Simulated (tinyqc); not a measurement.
What the excited states change: donors with valley-orbit split 1s states.

Each donor binds at most one electron, in any of its states. For a site s, W_s = sum over its states of g exp(E/kT), and the ionised share is 1/(1 + W_s exp(eta)), eta = (EF - Ec)/kT; n = Nc F_1/2(eta); neutrality n + NA = ND x (mean ionised share); holes are neglected. Nc from N = 2 (m kB T/(4 pi c))^(3/2) with c = hbar^2/2m0, in 1/angstrom^3; times 1e24 for 1/cm^3, m = md. F_j(eta) = (1/Gamma(j + 1)) integral_0^infinity x^j dx/(1 + exp(x - eta)), which tends to exp(eta) for eta << 0.

Constants: hbar^2/2m0 = 3.80998211 eV angstrom^2; kB = 8.617333262e-05 eV/K.

Inputs chosen for the exercise (near those of P in Si; not measured data): md = 1.062 m0 (density-of-states mass of the conduction band); E = (44.4, 32.2, 31.6) meV (binding energies of 1s(A1), 1s(T2), 1s(E)); g = (2, 6, 4) (their degeneracies with spin); ND = 9.1e+15 1/cm^3 (donors); NA = 0 1/cm^3 (compensating acceptors, all ionised).

The last columns keep only the ground state of each site (g = 2).

Results:

| T (K) | effective degeneracy | eta | n (1/cm^3) | n, ground states only | ratio |
|---|---|---|---|---|---|
| 40 | 2.27 | -9.35 | 1.16e+14 | 1.24e+14 | 0.939 |
| 60 | 2.90 | -7.69 | 1.12e+15 | 1.33e+15 | 0.841 |
| 80 | 3.65 | -7.09 | 3.14e+15 | 3.94e+15 | 0.796 |
| 110 | 4.69 | -6.92 | 6.05e+15 | 7.24e+15 | 0.836 |
| 150 | 5.82 | -7.11 | 7.93e+15 | 8.62e+15 | 0.919 |
| 200 | 6.86 | -7.45 | 8.65e+15 | 8.96e+15 | 0.965 |
| 250 | 7.61 | -7.76 | 8.87e+15 | 9.04e+15 | 0.982 |
| 300 | 8.18 | -8.03 | 8.97e+15 | 9.07e+15 | 0.989 |
| 400 | 8.97 | -8.45 | 9.04e+15 | 9.09e+15 | 0.995 |
| 500 | 9.49 | -8.78 | 9.06e+15 | 9.09e+15 | 0.997 |

What does the comparison show, and why?

The effective degeneracy grows from 2.27 to 9.49. Excited states hold electrons back, so the ratio is never above 1; it is lowest, 0.796, at 80 K of those listed, and 0.989 at 300 K. At low T the excited states empty out, and at high T more donors are ionised (n is 100 % of ND - NA in the last row), so the effect is largest in between.

(tinyqc, `OMP_NUM_THREADS=1 python tinyqc.py 1681177 1681178 out.jsonl`, Intel(R) Xeon(R) Processor @ 2.30GHz, 1 thread, shared host, about 0.01 s.)
